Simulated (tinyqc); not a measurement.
Hybridisation of the two arcs: two-node Weyl semimetal on a cubic lattice and its slab.

H = d.s with dx = t sin kx, dy = t sin ky, dz = m (2 - cos kx - cos ky) + M(kz), M = tz (cos k0 - cos kz), k in 1/a. Nodes at (0, 0, +/-k0). Berry curvature of the lower band along z: Omega = d.(dd/dkx x dd/dky)/(2|d|^3), in the sense curl of i<u|grad u>.

Slab of N layers along x with hard walls: layer block t sin(ky) sy + (m (2 - cos ky) + M(kz)) sz, block to the next layer t sx/(2i) - m sz/2.

Inputs chosen for the exercise:

| symbol | value | unit | meaning |
|---|---|---|---|
| t | 0.7 | eV | hopping in sx and sy |
| m | 1.03 | eV | mass term |
| tz | 1.17 | eV | hopping along z |
| k0 | 0.69 | 1/a | position of the nodes |

ky = 0, kz = 0; lowest positive level against the number of layers. On a half space the amplitudes are z1^n - z2^n with z the roots of (t + m) z^2/2 - (m + M) z + (m - t)/2 = 0.

Level:

| N | E (eV) |
|---|---|
| 3 | 0.1554 |
| 4 | 0.07891 |
| 5 | 0.04090 |
| 6 | 0.02126 |
| 8 | 0.005648 |
| 10 | 0.001464 |
| 12 | 0.0003734 |

z1, z2: 0.4993  0.3820

What does the comparison show, and why?

The larger root has |z| = 0.4993, so the level should fall by about |z|^2 = 0.249 for two more layers; from 10 to 12 it changes by a factor 0.255, since at these thicknesses (6.9 decay lengths at N = 10) the overlap of the two faces, the norm of the state or the second root still count.

tinyqc: `OMP_NUM_THREADS=1 python tinyqc.py 1452326 1452327 out.jsonl`; about 0.1 s, one thread, shared Intel(R) Xeon(R) Processor @ 2.30GHz.
